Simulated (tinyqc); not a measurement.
# Resistance of a source-drain extension with a graded tip, step by step

Program tinyqc, `OMP_NUM_THREADS=1 python tinyqc.py 2282224 2282225 out.jsonl`; Intel Xeon 2.30GHz, shared host, one thread, about 0.04 s. Printed values are rounded.

y runs along the channel, the gate covers y > 0. The doping is N0 for y < y0 and N0 10^(-(y - y0)/la) beyond, uniform over the depth xj. Sheet conductance s(y) = q mu(N) max(N - Nch, 0) xj + (for y > 0) ma Cox Vo, with mu(N) = u0 + (u1 - u0)/(1 + (N/Nr)^au) and Cox = eps0 eox/tox. Current is taken as one-dimensional; depletion of the tip, spreading and the contact are left out. The metallurgical junction lies at yj, where N = Nch.

Inputs (values chosen for the exercise); mobility law close to that of electrons in silicon:
```
symbol,value,unit,meaning
eox,3.9,,relative permittivity of the gate insulator (close to silicon dioxide)
tox,1.2,nm,insulator thickness
N0,1.2e20,cm^-3,active doping of the extension far from the gate
la,5,nm/decade,lateral abruptness
y0,0.4,nm,position under the gate where the fall begins (gate edge at 0)
xj,10,nm,depth of the extension
Nch,8.8e17,cm^-3,channel doping
Vo,0.32,V,gate overdrive
ma,98,cm^2/(V s),mobility of the gate-induced layer
u1,1414,cm^2/(V s),mobility at low doping
u0,68.5,cm^2/(V s),mobility at high doping
Nr,9.2e16,cm^-3,reference doping
au,0.711,,exponent
Lg,90,nm,gate length
```

Constants: q = 1.602176634e-19 C, eps0 = 8.8541878128e-14 F/cm where lengths are in cm. Results are converted to the units shown.

## Sheet resistances and junction position

yj = y0 + la log10(N0/Nch); sheet resistance of the full extension 1/[q mu(N0)(N0 - Nch) xj] and of the gate-induced layer 1/(ma Cox Vo); metallurgical length Lg - 2 yj; ye is where the doped and the gate-induced conductances are equal.

yj = 11.07349 nm
sheet resistance of the extension = 683.5783 ohm/square
sheet resistance of the induced layer = 11081.33 ohm/square
metallurgical length = 67.85301 nm
ye = 7.408654 nm
N at ye = 4.758284e18 cm^-3

The gate takes over 3.66 nm before the junction, where N is still 5.41 times the channel doping.

## Resistance of the overlapped part

Midpoint rule on 12 equal steps from 0 to yj: R_ov = sum h/s(y), per width.

```
point     y (nm)    N (cm^-3)  doped conductance (uS)  sheet resistance (ohm/square)
0      0.4613955  1.166547e20                1424.858                       660.0225
1       1.384187  7.626828e19                962.9504                       949.4942
2       2.306978  4.986384e19                656.4052                       1339.321
3       3.229769  3.260074e19                451.8019                       1844.870
4       4.152560  2.131421e19                314.1244                       2473.005
5       5.075351  1.393513e19                220.3871                       3219.275
6       5.998142  9.110723e18                155.4644                       4069.900
7       6.920933  5.956548e18                109.3640                       5009.872
8       7.843724  3.894363e18                75.44336                       6035.541
9       8.766515  2.546116e18                49.24703                       7169.029
10      9.689306  1.664639e18                27.75383                       8474.884
11      10.61210  1.088333e18                8.898037                       10086.75
```

R_ov = 47.369 ohm um

The exact integral is 47.463 ohm um; the coarse sum is 0.20 % below it.
